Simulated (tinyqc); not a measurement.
Gain factor and gap resistance from two string resistances.

Problem. At small bit-line voltage each of the 64 cells has the resistance 1/(K x) at overdrive x (no mobility reduction) in series with a gap resistance Rg. Find K, Rg and the share of the gaps at the higher overdrive.

resistance of a string of 64 equal cells at overdrives of 3.3 and 8.6 V (kohm): 1689.7293  892.92403

Solution. The resistance per cell is a straight line in 1/x with slope 1/K and intercept Rg.

K = 15.00 uA/V^2
Rg = 6.200 kohm
share of the gaps = 44.44 %

tinyqc, about 0.8 s, one thread, Intel Xeon 2.30GHz (shared host): `OMP_NUM_THREADS=1 python tinyqc.py 2142104 2142105 out.jsonl`
